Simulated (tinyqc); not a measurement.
# Frequency dispersion of an accumulation capacitance by border traps, distributed model: what changes with what

Traps spread evenly through the insulator exchange electrons with the semiconductor by tunnelling, with tau(x) = t0 exp(2 ka x) at depth x from the interface. The admittance per area Y seen at depth x obeys dY/dx = -Y^2/(i w eps0 eox) + q Nb ln(1 + i w tau)/tau, with Y(0) = i w Cs and w = 2 pi f; the gate sees Y(tox) = G + i w C. Working variable y = Y/(i w), in uF/cm^2. Cox = eps0 eox/tox.

Values chosen for this exercise; permittivity close to that of zirconium oxide: relative permittivity of the insulator eox = 22.7; insulator thickness tox = 11 nm; semiconductor capacitance in accumulation Cs = 4.2 uF/cm^2; density of border traps Nb = 2.3e19 cm^-3 eV^-1; decay constant of the wave function in the insulator ka = 4.9 1/nm; time constant of a trap at the interface t0 = 3e-10 s; frequency f = 10000 Hz.

Constants: q = 1.602176634e-19 C, eps0 = 8.8541878128e-14 F/cm where lengths are in cm. Results are converted to the units shown.

Each table varies one quantity; the others keep the values above.

## Capacitance and loss against frequency

Cox; trap-free value 1/(1/Cox + 1/Cs); response depth d = ln(1/(w t0))/(2 ka), where w tau = 1; lumped estimate: all traps within d act as C_bt = q Nb d placed at d/2, so C = 1/{1/[1/(1/Cs + d/(2 eps0 eox)) + C_bt] + (tox - d/2)/(eps0 eox)}. C and G from a fine integration; dispersion -d C/d log10 f over C, from f times and over 1.1. For a broad spread of time constants G/w is close to -(pi/2) dC/d ln w.

The same in every row: trap-free C (uF/cm^2) = 1.273.

Results:

| f (Hz) | d (nm) | C (uF/cm^2) | G/w (uF/cm^2) | dispersion (% a decade) | -(pi/2) dC/d ln w (uF/cm^2) | lumped C (uF/cm^2) |
|---|---|---|---|---|---|---|
| 10 | 1.815 | 1.358 | 0.008828 | 0.9526 | 0.008826 | 1.351 |
| 1000 | 1.345 | 1.334 | 0.007934 | 0.8720 | 0.007933 | 1.328 |
| 10000 | 1.110 | 1.322 | 0.007504 | 0.8317 | 0.007502 | 1.317 |
| 1e5 | 0.8751 | 1.312 | 0.007083 | 0.7916 | 0.007082 | 1.307 |
| 1e6 | 0.6402 | 1.301 | 0.006670 | 0.7514 | 0.006672 | 1.297 |
| 1e7 | 0.4052 | 1.292 | 0.006242 | 0.7115 | 0.006271 | 1.288 |

Estimate the missing row, f = 100 Hz.

Computed row:

| f (Hz) | d (nm) | C (uF/cm^2) | G/w (uF/cm^2) | dispersion (% a decade) | -(pi/2) dC/d ln w (uF/cm^2) | lumped C (uF/cm^2) |
|---|---|---|---|---|---|---|
| 100 | 1.580 | 1.345 | 0.008375 | 0.9123 | 0.008374 | 1.339 |

With this row back in the table: C falls from 1.358 to 1.292 uF/cm^2, towards the trap-free 1.273; each decade of frequency removes ln 10/(2 ka) = 0.235 nm from the response depth. The dispersion falls from 0.953 to 0.711 % a decade and G/w falls from 0.00883 to 0.00624 uF/cm^2. G/w lies between 0.995 and 1.00 times -(pi/2) dC/d ln w, the relation for a broad spread of time constants.

## Effect of the decay constant of the wave function in the insulator

Same model as above.

The same in every row: trap-free C (uF/cm^2) = 1.273.

Results:

| ka (1/nm) | d (nm) | C (uF/cm^2) | G/w (uF/cm^2) | dispersion (% a decade) | -(pi/2) dC/d ln w (uF/cm^2) | lumped C (uF/cm^2) |
|---|---|---|---|---|---|---|
| 2.5 | 2.176 | 1.385 | 0.01916 | 2.025 | 0.01914 | 1.370 |
| 3.2 | 1.700 | 1.355 | 0.01336 | 1.444 | 0.01335 | 1.345 |
| 3.9 | 1.395 | 1.337 | 0.01015 | 1.112 | 0.01015 | 1.330 |
| 4.6 | 1.183 | 1.326 | 0.008148 | 0.9005 | 0.008146 | 1.320 |
| 6 | 0.9066 | 1.312 | 0.005801 | 0.6480 | 0.005800 | 1.308 |
| 6.7 | 0.8119 | 1.307 | 0.005061 | 0.5673 | 0.005060 | 1.304 |
| 7.4 | 0.7351 | 1.304 | 0.004485 | 0.5042 | 0.004484 | 1.301 |

Estimate the missing row, ka = 5.3 1/nm.

Computed row:

| ka (1/nm) | d (nm) | C (uF/cm^2) | G/w (uF/cm^2) | dispersion (% a decade) | -(pi/2) dC/d ln w (uF/cm^2) | lumped C (uF/cm^2) |
|---|---|---|---|---|---|---|
| 5.3 | 1.026 | 1.318 | 0.006784 | 0.7544 | 0.006783 | 1.313 |

With this row back in the table: As ka goes from 2.5 to 7.4, C falls from 1.39 to 1.30 uF/cm^2, the dispersion falls from 2.03 to 0.504 % a decade and G/w falls from 0.0192 to 0.00448 uF/cm^2. The lumped estimate is 1.1 % below C in the first row and 0.23 % below it in the last.

Numbers from tinyqc (`OMP_NUM_THREADS=1 python tinyqc.py 2202170 2202171 out.jsonl`; about 0.6 s on one thread of a shared Intel Xeon 2.30GHz).
